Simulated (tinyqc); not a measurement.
Thermal resistances of a two-die stack.

Question. Heat leaves through the lower die only, and the system is linear. Find the resistance R1 from the lower die to the coolant, R2 between the dies, and the rise of the upper die when both are powered.

Parameters, values chosen for the exercise:
```
symbol  value  unit                 meaning
P1         16     W  power of the lower die
P2         24     W  power of the upper die
```

rises of the lower and upper die with only the lower one powered (K): [12.96, 12.96]
rises of the lower and upper die with only the upper one powered (K): [19.44, 22.8]

Solution. With only the lower die powered no heat crosses R2, so both dies rise by P1 R1; the difference in the second test is P2 R2; rises add.

R1 = 0.8100 K/W
R2 = 0.1400 K/W
rise of the upper die = 35.76 K

Numbers from tinyqc (`OMP_NUM_THREADS=1 python tinyqc.py 2162236 2162237 out.jsonl`; about 0.03 s on one thread of a shared Intel Xeon 2.30GHz).
